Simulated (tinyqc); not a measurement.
Worked calculation: BCS gap equation with a constant attraction inside the Debye window. Computed by tinyqc, a small Python program that keeps every step. Command: `OMP_NUM_THREADS=1 python tinyqc.py 3009107 3009108 out.jsonl bcs walk`. One thread of a shared host (Intel(R) Xeon(R) Processor @ 2.30GHz), about 0.01 s of CPU time with the checks. Intermediate numbers are printed to about 6 digits and carried at full precision; extremes and crossings named in words are read from the listed rows.

Pairs attract with strength V for |xi| < k_B Theta; N(0) is the density of states for one spin. Energies are given as temperatures (E/k_B, in K) unless marked.

Inputs (values chosen for the exercise, modelled on aluminium):
```
quantity,value,unit
coupling N(0)V,0.167,-
Debye temperature Theta,424,K
temperature T,0.735,K
Fermi velocity v_F,2.1e+06,m/s
electron density n,18,1e28/m^3
mean free path l,460,nm
junction resistance R_n,17,kilo-ohm
```

Solver: secant.

Constants: k_B = 8.617333262e-05 eV/K; hbar = 1.054571817e-34 J s; k_B = 1.380649e-23 J/K; m_0 = 9.1093837015e-31 kg; eps_0 = 8.8541878128e-12 F/m; c = 299792458 m/s; e = 1.602176634e-19 C; h = 6.62607015e-34 J s.

## Gap at zero temperature

At T = 0 the gap equation 1/(N(0)V) = int_0^Theta d xi/sqrt(xi^2 + Delta^2) has the integral arcsinh(Theta/Delta), so Delta_0 = Theta/sinh(1/(N(0)V)); weak coupling gives 2 Theta exp(-1/(N(0)V)).

Delta_0 = 2.12732 K

weak-coupling Delta_0 = 2.12731 K

Delta_0 in meV = 0.183318 meV

## Critical temperature

Gap equation: 1/(N(0)V) = I(Delta, T) = int_0^Theta tanh(E/2T)/E d xi, E = sqrt(xi^2 + Delta^2); 64 Gauss-Legendre points in y with xi = max(Delta, T) sinh(y). T_c solves I(0, T_c) = 1/(N(0)V); the weak-coupling form is T_c = (2 e^C/pi) Theta exp(-1/(N(0)V)) with Euler's C = 0.5772157, and 2 Delta_0/T_c then tends to 2 pi e^-C = 3.528.

T_c = 1.20604 K

weak-coupling T_c = 1.20604 K

2 Delta_0/T_c = 3.52778

T_c/Theta = 0.0028; the ratio lies 0.00 % from 3.528, so the universal weak-coupling laws hold.

## One evaluation of the gap equation

Take Delta = Delta_0 as the trial; the fixed-point update is Delta(new) = N(0)V Delta I(Delta, T).

I(Delta_0, T) = 5.91249

updated Delta = 2.10048 K

## Gap at temperature T

Residual r = N(0)V I - 1, with Delta_0 = Theta/sinh(1/(N(0)V)). Secant steps in Delta^2, from Delta_0 and 0.9 Delta_0, with Delta^2 kept at or above 1e-6 K^2. Stop when |r| < 1e-9 or after 40 steps.

Iterations:
```
step,Delta (K),residual r
1,1.91674,-7.86123e-06
2,1.91661,-4.66004e-09
3,1.91661,1.77858e-13
```

converged (1 yes, 0 no) = 1

Delta(T) = 1.91661 K

Converged in 3 steps: Delta(T)/Delta_0 = 0.9010 at T/T_c = 0.609.

## Lengths and fields

xi_0 = hbar v_F/(pi Delta_0); lambda_L = sqrt(m_0 eps_0 c^2/(n e^2)); N(0) = 3 n/(2 m_0 v_F^2) for one spin; condensation energy N(0) Delta_0^2/2 = B_c^2/(2 mu_0), mu_0 = 1/(eps_0 c^2); with scattering lambda = lambda_L sqrt(1 + xi_0/l) in the local limit (where xi_0 and l both exceed lambda, nonlocal response makes the true depth larger); Ginzburg-Landau kappa = 0.96 lambda_L/xi_0 + 0.72 lambda_L/l. Free-electron mass throughout; heavier carriers, as in niobium or vanadium, give a larger lambda_L and kappa and can make the metal type II.

coherence length xi_0 = 2400.10 nm

London depth lambda_L = 12.5254 nm

critical field B_c(0) = 8.53570 mT

depth with scattering = 31.2324 nm

Ginzburg-Landau kappa = 0.0246150

Kappa lies below 1/sqrt(2): type I, and the sample is dirty, l well below xi_0.

## A tunnel junction of this metal

Ambegaokar-Baratoff: I_c R_n = (pi Delta/(2e)) tanh(Delta/2T); Josephson energy E_J = hbar I_c/(2e), given as E_J/h; inductance hbar/(2 e I_c); thermal quasiparticle fraction x = n_qp/(2 N(0) Delta) = sqrt(2 pi T/Delta) exp(-Delta/T), valid for T well below Delta.

I_c R_n = 223.814 microvolt

critical current I_c = 13.1655 nA

E_J/h = 6.53911 GHz

Josephson inductance = 24.9975 nH

quasiparticle fraction x = 0.114416

## Gap and superfluid density against temperature

Interpolation tanh(1.74 sqrt(T_c/T - 1)); near T_c, 1.74 sqrt(1 - T/T_c). Clean-limit superfluid fraction 1 - (1/2T) int_0^(40 T) cosh^-2(E/2T) d xi (64 points); two-fluid rule 1 - (T/T_c)^4.

Reduced quantities:
```
T/T_c,Delta/Delta_0,tanh form,square-root form,superfluid fraction,two-fluid rule
0.10,1.000000,0.999942,1.65071,1.000000,0.999900
0.20,0.999877,0.998104,1.55630,0.998853,0.998400
0.30,0.997124,0.990221,1.45579,0.981761,0.991900
0.40,0.985034,0.972207,1.34780,0.927924,0.974400
0.50,0.956885,0.940227,1.23037,0.834041,0.937500
0.60,0.906995,0.889746,1.10047,0.706677,0.870400
0.70,0.828772,0.814110,0.95304,0.553717,0.759900
0.80,0.711044,0.701374,0.77815,0.381785,0.590400
0.90,0.526343,0.522665,0.55024,0.195951,0.343900
0.95,0.380318,0.379250,0.38908,0.099045,0.185494
0.98,0.243584,0.243575,0.24607,0.039853,0.077632
```

The tanh form misses the gap by at most about 0.017 (at T/T_c = 0.6); the square-root form is within 3 % only from T/T_c = 0.95. The gap keeps 99 % of Delta_0 up to T/T_c = 0.3, since quasiparticles are exponentially few. The two-fluid rule exceeds the BCS superfluid fraction most, by 0.21, at T/T_c = 0.8.

Checks made by the program: weak-coupling T_c, allowing for terms of order exp(-Theta/T_c) (relative difference below 1e-10).
